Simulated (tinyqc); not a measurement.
Small-signal admittance of a forward-biased p+-n diode: two steps of the calculation.

Holes injected into a neutral base of width wb with an ohmic contact at its end; low injection, p0 far above the equilibrium density. A small voltage v exp(i w t), w = 2 pi f, modulates the edge density by p0 v/Vt, and the small-signal density obeys Dp d2p/dx2 = (1/tau + i w) p.

Inputs (values chosen for the exercise); permittivity close to that of silicon:
- T = 300 K (temperature)
- eps_r = 11.7 (relative permittivity)
- Nd = 2.2e16 cm^-3 (donor density of the base)
- Dp = 10 cm^2/s (hole diffusion coefficient)
- tau = 2e-6 s (hole lifetime)
- wb = 9.4 um (width of the neutral base)
- p0 = 6.8e12 cm^-3 (excess hole density at the junction edge)
- Na = 1e19 cm^-3 (acceptor density of the p+ side)
- f = 3e5 Hz (signal frequency)

Constants: q = 1.602176634e-19 C, kB = 1.380649e-23 J/K, Vt = kB T/q, eps0 = 8.8541878128e-14 F/cm where lengths are in cm. Results are converted to the units shown.

Task 1. Closed-form admittance. L = sqrt(Dp tau); direct current J = (q Dp p0/L) coth(wb/L); k = sqrt(1 + i w tau)/L; diffusion admittance Y = (q Dp p0/Vt) k coth(k wb) = G + i w C_diff; junction capacitance C_j = sqrt(q eps0 eps_r Nd/(2 Vr)) in the depletion approximation, with the remaining barrier Vr = Vt ln(Na/p0), a rough value under forward bias; base-width modulation is left out.

Give: L; J; k wb; Y; C_diff; C_j.

Result 1.

L = 44.721 um
J = 0.011760 A/cm^2
k wb = 0.32901+0.25312i
Y = 0.45519+0.02474i S/cm^2
C_diff = 0.013125 uF/cm^2
C_j = 0.070520 uF/cm^2

G is 1.00 times its low-frequency value J/Vt, and C_diff is 0.186 times C_j.

Task 2. The same by finite differences. 9 equal intervals, h = wb/9; u = small-signal density over its edge value, u_0 = 1, u_9 = 0; u_(i-1) + b u_i + u_(i+1) = 0 with b = -2 - h^2 (1/tau + i w)/Dp; Y = (q Dp p0/(Vt h)) (-b/2 - u_1), which includes the half box at the edge.

Find: b; u; Y on the mesh.

Result 2.

b = -2.0005-0.0021i
u, node 1 to 8: [0.88745-0.00514i, 0.77540-0.00846i, 0.66379-0.01019i, 0.55256-0.01056i, 0.44166-0.00980i, 0.33101-0.00814i, 0.22056-0.00580i, 0.11025-0.00301i]
Y on the mesh = 0.45522+0.02490i S/cm^2

Program tinyqc, `OMP_NUM_THREADS=1 python tinyqc.py 2890210 2890211 out.jsonl`; Intel Xeon 2.30GHz, shared host, one thread, about 0.01 s.
